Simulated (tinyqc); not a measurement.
Two-diode model of a solar cell: one step of the calculation.

J is the current delivered and Vj = V + J Rs the junction voltage. J = X JL - J01 (exp(Vj/(n1 Vt)) - 1) - J02 (exp(Vj/(2 Vt)) - 1) - Vj/Rp. The photocurrent does not depend on voltage.

Question. Figures of merit. Jsc at V = 0, Voc at J = 0, the maximum power point where J (1 + 2 Rs G) = G Vj with G = -dJ/dVj; FF = Vmp Jmp/(Voc Jsc); efficiency Vmp Jmp/(X Pin). Empirical fill factor without parasitics FF0 = (v - ln(v + 0.72))/(v + 1), v = Voc/(n1 Vt).

Values chosen for this exercise; values of the order met in cells of a lead-halide perovskite:
- T = 273 K (temperature)
- JL = 21.1 mA/cm^2 (photocurrent at one sun)
- X = 1 suns (concentration)
- J01 = 1.9e-24 A/cm^2 (saturation current of the first diode)
- n1 = 1 (ideality factor of the first diode)
- Rs = 0.42 ohm cm^2 (series resistance)
- Rp = 500 ohm cm^2 (shunt resistance)
- Pin = 100 mW/cm^2 (incident power at one sun)
- J02 = 5.5e-13 A/cm^2 (saturation current of the second diode (ideality 2))

Constants: q = 1.602176634e-19 C, kB = 1.380649e-23 J/K, Vt = kB T/q. Results are converted to the units shown.

Wanted: Jsc; Voc; Vmp; Jmp; FF; efficiency; FF0.

Answer.

Jsc = 21.082 mA/cm^2
Voc = 1.1365 V
Vmp = 0.98389 V
Jmp = 18.331 mA/cm^2
FF = 0.75275
efficiency = 18.036 %
FF0 = 0.90078

FF is 16 % below FF0. Removing one loss at a time changes the efficiency by: second diode +2.19, shunt +1.95, series resistance +0.14 points.

Numbers from tinyqc (`OMP_NUM_THREADS=1 python tinyqc.py 2280132 2280133 out.jsonl`; about 0.02 s on one thread of a shared Intel Xeon 2.30GHz).
